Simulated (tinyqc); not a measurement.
Worked calculation: phonon-assisted absorption at an indirect gap. Values are carried at full precision from step to step, so a last printed digit may differ when a step is redone from the rounded ones.

alpha(E) = sum_j A_j [N_j (E - Eg + w_j)^2 + (N_j + 1)(E - Eg - w_j)^2], each bracket counted only where its base is positive; N_j = 1/(exp(w_j/kB T) - 1). The first term absorbs a phonon and the second emits one; excitons and direct transitions are left out.

Constants: kB = 8.617333262e-05 eV/K.

Values chosen for the exercise (loosely those of Si at room temperature; Eg is not tied to T; shifted at random, so the results belong to these values and not to a real crystal):
- Eg = 1.108 eV (indirect gap, held fixed unless listed)
- w = (56.3, 17.7) meV (two zone-edge phonons)
- A = (2700, 430) 1/(cm eV^2) (their strengths)
- T = 500 K
- E = 1.567 eV (photon energy)
- nr = 3.54 (refractive index)
- d = 1.4 micrometre (thickness)
- xj = 0.095 micrometre (dead layer at the surface)
- W = 3 micrometre (depleted width)
- L = 130 micrometre (minority diffusion length below it)

## The four branches at one energy

Evaluate the occupations and each term.

N_j: 0.3712  1.968

terms with phonon absorption (1/cm): 266.1  192.3

terms with phonon emission (1/cm): 600.4  248.6

alpha = 1307 1/cm
wavelength hc/E (hc = 1239.841984 eV nm) = 791.2 nm

Phonon absorption supplies 35.1 % of alpha; the depth 1/alpha is 7.65 micrometre.

## What a slab does with it

Slab of thickness d in air, incoherent passes: R = ((nr - 1)/(nr + 1))^2, x = exp(-alpha d); transmitted Tr = (1 - R)^2 x/(1 - R^2 x^2), reflected Rt = R + (1 - R)^2 R x^2/(1 - R^2 x^2), absorbed Ab = (1 - R)(1 - x)/(1 - R x).

d in cm is 1e-4 times the value in micrometres.

R = 0.3130
x = 0.8327
Tr = 0.4217
Rt = 0.4229
Ab = 0.1554

A single pass would absorb (1 - R)(1 - x) = 0.1149; the back face adds 0.0405.

## Quantum efficiency of a diode

Photodiode (Gaertner form with a dead layer): QE = (1 - R) exp(-alpha xj) [1 - exp(-alpha W)/(1 + alpha L)], R = ((nr - 1)/(nr + 1))^2; responsivity = QE/E in A/W for E in eV.

Evaluate the factors; 1 micrometre = 1e-4 cm.

passes the dead layer = 0.9877
collected share = 0.9625
QE = 0.6530
responsivity = 0.4167 A/W

Without diffusion from below the collected share would be 0.3245.

## Checks

- Tr + Rt + Ab against 1: both 1.000000.

Run: tinyqc, `OMP_NUM_THREADS=1 python tinyqc.py 1681411 1681412 out.jsonl`; Intel(R) Xeon(R) Processor @ 2.30GHz, one thread, shared host; about 0.01 s of CPU time with all checks.
